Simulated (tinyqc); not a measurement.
Inside a calculation. Method: Pariser-Parr-Pople SCF with singles CI, for the molecule C=CC(F)=CC=C[CH2+] (SMILES; centres numbered as the heavy atoms are written). One step of it, computed by the program tinyqc.

Problem. Iteration 3: Fock matrix. F_rr = H_rr + P_rr gamma_rr / 2 + sum_(s != r) P_ss gamma_rs; F_rs = H_rs - P_rs gamma_rs / 2; E = tr P (H + F) / 2 + core repulsion sum_(r<s) z_r z_s gamma_rs.

P after iteration 2, order 1C, 2C, 3C, 4F, 5C, 6C, 7C, 8C:
```
[[0.770657, 0.856293, 0.220565, -0.168981, -0.221865, -0.168360, 0.102307, 0.160044],
 [0.856293, 1.028127, 0.478752, -0.076820, -0.054967, -0.133141, 0.027238, 0.084802],
 [0.220565, 0.478752, 0.824500, 0.374074, 0.616743, 0.223076, -0.176583, -0.223821],
 [-0.168981, -0.076820, 0.374074, 1.815692, -0.120728, -0.163324, 0.056770, 0.133025],
 [-0.221865, -0.054967, 0.616743, -0.120728, 1.025404, 0.688507, -0.032219, -0.261834],
 [-0.168360, -0.133141, 0.223076, -0.163324, 0.688507, 0.786280, 0.524667, 0.241290],
 [0.102307, 0.027238, -0.176583, 0.056770, -0.032219, 0.524667, 1.018049, 0.821169],
 [0.160044, 0.084802, -0.223821, 0.133025, -0.261834, 0.241290, 0.821169, 0.731290]]
```

core matrix H (eV), order 1C, 2C, 3C, 4F, 5C, 6C, 7C, 8C:
```
[[-44.557488, -2.390000, 0.000000, 0.000000, 0.000000, 0.000000, 0.000000, 0.000000],
 [-2.390000, -51.511190, -2.390000, 0.000000, 0.000000, 0.000000, 0.000000, 0.000000],
 [0.000000, -2.390000, -60.672574, -2.100000, -2.390000, 0.000000, 0.000000, 0.000000],
 [0.000000, 0.000000, -2.100000, -74.823388, 0.000000, 0.000000, 0.000000, 0.000000],
 [0.000000, 0.000000, -2.390000, 0.000000, -55.238954, -2.390000, 0.000000, 0.000000],
 [0.000000, 0.000000, 0.000000, 0.000000, -2.390000, -53.091289, -2.390000, 0.000000],
 [0.000000, 0.000000, 0.000000, 0.000000, 0.000000, -2.390000, -47.065611, -2.390000],
 [0.000000, 0.000000, 0.000000, 0.000000, 0.000000, 0.000000, -2.390000, -40.369064]]
```

repulsion gamma_rs (eV), order 1C, 2C, 3C, 4F, 5C, 6C, 7C, 8C:
```
[[11.130000, 7.555424, 5.239712, 4.903388, 3.669796, 2.868615, 2.308336, 1.948830],
 [7.555424, 11.130000, 7.553793, 5.578737, 5.238109, 3.669584, 2.868615, 2.308190],
 [5.239712, 7.553793, 11.130000, 8.695523, 7.551502, 5.238109, 3.669796, 2.868615],
 [4.903388, 5.578737, 8.695523, 21.400000, 5.577903, 4.903026, 3.354968, 2.809844],
 [3.669796, 5.238109, 7.551502, 5.577903, 11.130000, 7.553793, 5.239712, 3.670236],
 [2.868615, 3.669584, 5.238109, 4.903026, 7.553793, 11.130000, 7.555424, 5.239712],
 [2.308336, 2.868615, 3.669796, 3.354968, 5.239712, 7.555424, 11.130000, 7.553793],
 [1.948830, 2.308190, 2.868615, 2.809844, 3.670236, 5.239712, 7.553793, 11.130000]]
```

Centres (angstrom, eV; a flat drawing with bonds scaled to 1.40 angstrom):
```
centre          x          y  core charge z          W   gamma_rr
1C      -3.486000   0.073000              1  11.160000  11.130000
2C      -2.243000   0.716000              1  11.160000  11.130000
3C      -1.064000  -0.039000              1  11.160000  11.130000
4F      -1.128000  -1.437000              2  39.000000  21.400000
5C       0.180000   0.605000              1  11.160000  11.130000
6C       1.359000  -0.150000              1  11.160000  11.130000
7C       2.602000   0.493000              1  11.160000  11.130000
8C       3.781000  -0.262000              1  11.160000  11.130000
```

Give: F; pi energy.

Solution.

F (eV), order 1C, 2C, 3C, 4F, 5C, 6C, 7C, 8C:
```
[[-9.4839, -5.6248, -0.5778, 0.4143, 0.4071, 0.2415, -0.1181, -0.1559],
 [-5.6248, -10.7448, -4.1982, 0.2143, 0.1440, 0.2443, -0.0391, -0.0979],
 [-0.5778, -4.1982, -10.7958, -3.7264, -4.7187, -0.5842, 0.3240, 0.3210],
 [0.4143, 0.2143, -3.7264, -23.6665, 0.3367, 0.4004, -0.0952, -0.1869],
 [0.4071, 0.1440, -4.7187, 0.3367, -11.0073, -4.9904, 0.0844, 0.4805],
 [0.2415, 0.2443, -0.5842, 0.4004, -4.9904, -10.2417, -4.3720, -0.6321],
 [-0.1181, -0.0391, 0.3240, -0.0952, 0.0844, -4.3720, -10.7171, -5.4915],
 [-0.1559, -0.0979, 0.3210, -0.1869, 0.4805, -0.6321, -5.4915, -9.3840]]
```

pi energy = -137.9460 eV
